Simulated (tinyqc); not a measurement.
Read current of a NAND string, cells in series solved by shooting: one step of the calculation.

Cells in series, numbered from 0 at the source line (0 V) to the bit line, each followed by a gap resistance Rg. A cell with gate Vg, threshold VT, source Vs and drain Vd passes I = 2 nf K Vt^2 [F(Vs) - F(Vd)]/(1 + th max(Vg - VT, 0)), F(V) = ln^2(1 + exp((Vg - VT - nf V)/(2 nf Vt))). The selected cell has Vg = Vr, the others Vg = Vp.

Problem. Node voltages for a trial current. For a trial current I start at 0 V and, cell by cell (the selected one is cell 5), solve for the drain: sqrt(F(Vd)) = sqrt(F(Vs) - I/k), k = 2 nf K Vt^2/(1 + th max(Vg - VT, 0)), Vd = [Vg - VT - 2 nf Vt ln(exp(sqrt F) - 1)]/nf, then add I Rg.

Parameters, values chosen for the exercise; values of the order met in vertical NAND strings:

| symbol | value | unit | meaning |
|---|---|---|---|
| T | 300 | K | temperature |
| K | 9.1 | uA/V^2 | gain factor of a cell |
| nf | 1.3 |  | slope factor |
| th | 0.12 | 1/V | mobility reduction factor |
| Rg | 2.5 | kohm | resistance of the gap between cells |
| Vbl | 0.4 | V | bit-line voltage |
| Vp | 7.1 | V | pass voltage |
| Vr | 3.3 | V | read voltage on the selected word line |

Constants: q = 1.602176634e-19 C, kB = 1.380649e-23 J/K, Vt = kB T/q. Results are converted to the units shown.

first trial current = 0.61 uA

| cell | thresholds from the source end (V) |
|---|---|
| 0 | 3.5 |
| 1 | 3.5 |
| 2 | -0.8 |
| 3 | -0.8 |
| 4 | -0.8 |
| 5 | 2.4 |

Give: node voltage after each cell and gap, trial 1.

Solution.

| cell | node voltage after each cell and gap, trial 1 (V) |
|---|---|
| 0 | 0.02832 |
| 1 | 0.05692 |
| 2 | 0.07515 |
| 3 | 0.09344 |
| 4 | 0.1118 |
| 5 | 0.2219 |

Numbers from tinyqc (`OMP_NUM_THREADS=1 python tinyqc.py 2142220 2142221 out.jsonl`; about 0.5 s on one thread of a shared Intel Xeon 2.30GHz).
